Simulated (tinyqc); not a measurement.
Plane-wave Kohn-Sham cycle with exchange-only LDA in a layered model solid, step by step. One step of it, computed by the program tinyqc.

Task: Iteration 1: levels at that k. Diagonalise the Hermitian matrix.

H (hartree), lower triangle:
```
           -3         -2         -1         +0         +1         +2        +3
-3   8.418151
-2  -0.140000   3.544272
-1   0.000000  -0.140000   0.619945
+0   0.000000   0.000000  -0.140000  -0.354831
+1   0.000000   0.000000   0.000000  -0.140000   0.619945
+2   0.000000   0.000000   0.000000   0.000000  -0.140000   3.544272
+3   0.000000   0.000000   0.000000   0.000000   0.000000  -0.140000  8.418151
```

Give: eigenvalues.

Result:

eigenvalues (hartree): -0.3937  0.6133  0.6521  3.5469  3.5470  8.4222  8.4222
